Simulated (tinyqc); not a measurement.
Comparisons within one model: localisation in a chain with random site energies (transfer matrices). A value that a table varies takes the place of the one given here.

Hopping -t; leads with site energy 0, E = -2t cos(ka). psi_(j+1) = ((e_j - E)/t) psi_j - psi_(j-1), a product of matrices M_j = [[(e_j - E)/t, -1], [1, 0]]. For M = M_N ... M_1 the transmission is T = 4 sin^2(ka)/|M21 - M12 + M22 exp(ika) - M11 exp(-ika)|^2. Long samples draw e_j = W (x_j/2147483647 - 1/2) from x_j = 16807 x_(j-1) mod 2147483647, starting at x0. The localisation length xi, in sites, is defined by ln T = -2N/xi on average; weak disorder gives xi = 24 (4t^2 - E^2)/W^2, and the mean free path for backscattering is xi/2.

Numerical xi = N/ln sqrt(psi_(N+1)^2 + psi_N^2) for N = 20000 sites from psi_1 = 1, psi_0 = 0; its statistical error is about xi sqrt(xi/N).

Parameters, chosen for this exercise: t = 0.64 eV (hopping); E = -1.02 eV (energy); x0 = 1423 (start of the number sequence); W = 1.72 eV (full width of the disorder).

## Localisation length against disorder

The same number sequence scaled by W.

xi (sites):

| W/t | W (eV) | numerical | error | weak disorder | strong: 1/(ln(W/2t) - 1) |
|---|---|---|---|---|---|
| 1.0 | 0.640 | 34.088 | 1.407 | 35.039 | - |
| 1.5 | 0.960 | 15.507 | 0.432 | 15.573 | - |
| 2.0 | 1.280 | 9.454 | 0.206 | 8.760 | - |
| 3.0 | 1.920 | 5.118 | 0.082 | 3.893 | - |
| 4.0 | 2.560 | 3.519 | 0.047 | 2.190 | - |
| 6.0 | 3.840 | 2.256 | 0.024 | 0.973 | - |
| 10.0 | 6.400 | 1.329 | 0.011 | 0.350 | 1.641 |
| 16.0 | 10.240 | 0.878 | 0.006 | 0.137 | 0.926 |

At W = t the numerical value is 34.1 +/- 1.4 against 35.0, and at 2t 9.45 +/- 0.21 against 8.76. The weak-disorder formula is within 15 % for W/t = 1, 1.5 and 2; at W = 16t it gives 0.14 and the strong-disorder form 0.93, against 0.88. All states of the chain are localised; disorder only sets the length.

## From ballistic to localised

200 samples of each length, cut one after another from the start of the sequence. Typical T = exp(mean ln T). Ohmic: 1/(1 + 2N/xi); localised: exp(-2N/xi), both with the weak-disorder xi.

Transmission:

| N | mean T | typical T | spread of ln T | ohmic | localised |
|---|---|---|---|---|---|
| 2 | 0.602 | 0.553 | 0.450 | 0.548 | 0.438 |
| 5 | 0.339 | 0.204 | 1.203 | 0.327 | 0.127 |
| 10 | 0.134 | 0.0383 | 1.980 | 0.195 | 0.0162 |
| 20 | 0.0296 | 0.00155 | 3.080 | 0.108 | 0.000262 |
| 40 | 0.00287 | 2.01e-06 | 4.846 | 0.0572 | 6.89e-08 |
| 80 | 1.42e-05 | 3.07e-12 | 7.147 | 0.0294 | 4.75e-15 |

With xi = 4.9 sites, mean and typical T are 0.339 and 0.204 at N = 5, and 1.42e-05 and 3.07e-12 at N = 80, where ln T scatters by 7.1. The slope of ln(typical T) between 40 and 80 sites gives xi = 6.0, uncertain by about 5 % from the scatter of 200 samples. At N = 80 the ohmic law gives 9.6e+09 times the typical value: a single channel has no ohmic range beyond a mean free path, and the mean is carried by rare resonant samples.

## What each parameter does

Numerical and weak-disorder xi. Each row changes one parameter from the base and keeps the others.

Results:

| case | numerical xi (sites) | weak-disorder xi (sites) |
|---|---|---|
| base | 5.97 | 4.85 |
| t = 0.736 eV | 9.04 | 9.14 |
| E = -0.71 eV | 8.74 | 9.20 |
| W = 2.064 eV | 4.62 | 3.37 |
| x0 = 1424 | 5.95 | 4.85 |

The largest shifts from the base row, up to three for each result and ties (the steps differ in size, so this ranks the rows, not the parameters). numerical xi (sites): t +3.06, E +2.77, W -1.36. weak-disorder xi (sites): E +4.35, t +4.29, W -1.48; unchanged at the printed digits by x0. A new x0 is another sample of the same disorder; its shift is one draw of the statistical scatter, about xi sqrt(xi/N); the other rows share one sample, so their errors are correlated.

Computed by tinyqc, a small Python program: `OMP_NUM_THREADS=1 python tinyqc.py 1452003 1452004 out.jsonl` (the numbers bound the seed that draws the inputs); one thread of a shared host (Intel(R) Xeon(R) Processor @ 2.30GHz), about 0.1 s for the whole set of steps.
